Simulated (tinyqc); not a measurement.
Worked calculation: one-electron ion in a basis of Gaussians. Computed by tinyqc, a small Python program that keeps every step. Settings: Z = 2, l = 1. Command: `OMP_NUM_THREADS=1 python tinyqc.py 26677 26678 out.jsonl` (the two numbers bound the seeds that draw the settings). One thread of a shared host (Intel(R) Xeon(R) Processor @ 2.60GHz), about 0.01 s of CPU time with the checks.

## Matrices over normalised Gaussians

exponents of r^l exp(-a r^2) (1/bohr^2): [0.035850, 0.120700, 0.406600, 1.369000, 4.611000, 15.530000]

Z = 2

l = 1

With p = a_i + a_j and I(k) = Gamma((k+1)/2) / (2 p^((k+1)/2)): S = I(2l+2), T = (2l+3) a_i a_j S / p, V = -Z I(2l+1), each divided by sqrt(S_ii S_jj).

S:
```
[[1.000000, 0.647423, 0.220032, 0.055862, 0.012810, 0.002846],
 [0.647423, 1.000000, 0.647178, 0.220022, 0.055835, 0.012804],
 [0.220032, 0.647178, 1.000000, 0.647404, 0.220058, 0.055848],
 [0.055862, 0.220022, 0.647404, 1.000000, 0.647247, 0.219984],
 [0.012810, 0.055835, 0.220058, 0.647247, 1.000000, 0.647263],
 [0.002846, 0.012804, 0.055848, 0.219984, 0.647263, 1.000000]]
```

T (hartree):
```
[[0.089625, 0.089475, 0.036245, 0.009758, 0.002278, 0.000509],
 [0.089475, 0.301750, 0.301169, 0.122025, 0.032837, 0.007668],
 [0.036245, 0.301169, 1.016500, 1.014779, 0.411126, 0.110643],
 [0.009758, 0.122025, 1.014779, 3.422500, 3.416156, 1.383805],
 [0.002278, 0.032837, 0.411126, 3.416156, 11.527500, 11.506313],
 [0.000509, 0.007668, 0.110643, 1.383805, 11.506313, 38.825000]]
```

V (hartree):
```
[[-0.402859, -0.385397, -0.220197, -0.099615, -0.041544, -0.016893],
 [-0.385397, -0.739201, -0.707044, -0.404026, -0.182731, -0.076208],
 [-0.220197, -0.707044, -1.356727, -1.297902, -0.741617, -0.335429],
 [-0.099615, -0.404026, -1.297902, -2.489491, -2.381303, -1.360553],
 [-0.041544, -0.182731, -0.741617, -2.381303, -4.568844, -4.370337],
 [-0.016893, -0.076208, -0.335429, -1.360553, -4.370337, -8.384835]]
```

## Generalised eigenproblem

H = T + V (hartree):
```
[[-0.313234, -0.295922, -0.183952, -0.089857, -0.039265, -0.016384],
 [-0.295922, -0.437451, -0.405875, -0.282001, -0.149894, -0.068540],
 [-0.183952, -0.405875, -0.340227, -0.283124, -0.330492, -0.224787],
 [-0.089857, -0.282001, -0.283124, 0.933009, 1.034853, 0.023253],
 [-0.039265, -0.149894, -0.330492, 1.034853, 6.958656, 7.135976],
 [-0.016384, -0.068540, -0.224787, 0.023253, 7.135976, 30.440165]]
```

Solve H C = S C e through S^(-1/2); each column has its largest component positive (the first on a tie).

eigenvalues of S: [0.087121, 0.205894, 0.474253, 0.977303, 1.732541, 2.522889]

eigenvalues (hartree): [-0.499564, -0.219877, 0.159835, 2.311807, 11.247165, 45.671858]

coefficients:
```
[[0.073125, 1.168772, -0.763246, -0.243022, 0.094505, -0.040130],
 [0.648653, -0.448539, 1.600774, 0.732362, -0.290507, 0.122528],
 [0.369078, -0.272632, -1.251330, -1.439624, 0.669775, -0.282224],
 [0.061587, -0.039067, -0.028346, 1.502270, -1.318740, 0.612826],
 [0.009500, -0.006299, -0.031695, -0.109404, 1.535180, -1.203977],
 [0.001131, -0.000664, 0.000999, 0.032098, -0.130108, 1.415885]]
```

For Z = 2 and l = 1 the exact lowest level is -Z^2/(2 n^2) with n = l + 1: -0.500000 hartree.
